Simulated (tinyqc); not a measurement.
Solubility, supersaturation, precipitation and gettering of an impurity in a silicon-like host: one step, computed by the program tinyqc.

The wafer was saturated at T1 and is then held at T.

Task: Ham's law for sinks of fixed radius. tau0 = 1/(4 pi n r0 D); C_fixed(t) = C_eq + (C0 - C_eq) exp(-t/tau0). If all excess precipitates, the final radius is r_f = [r0^3 + 3 (C0 - C_eq)/(4 pi n C_p)]^(1/3), with tau_f = 1/(4 pi n r_f D).

Inputs (values chosen for the exercise, for a model impurity):
```
quantity                                   value    unit
temperature of saturation T1                1475       K
anneal temperature T                        1175       K
sink density n                             1e+11  1/cm^3
initial sink radius r0                        17      nm
impurity density in the precipitate C_p  5.4e+22  1/cm^3
anneal time t                               1200       s
```

D(T) = 2.684267e-09 cm^2/s

C_eq(T) = 8.598928e+15 1/cm^3

C0 = 3.261681e+17 1/cm^3

Give: tau0; C_fixed(t); final radius r_f; tau_f.

Result:

tau0 = 174.39 s

C_fixed(t) = 8.9250e+15 1/cm^3

final radius r_f = 26.662 nm

tau_f = 111.19 s

The sinks grow 1.6 times, so the fixed radius underrates the later rate. Caution: the barrier to homogeneous nucleation is below 35 k_B T for these inputs, so new precipitates would form and outnumber the fixed sinks assumed here.
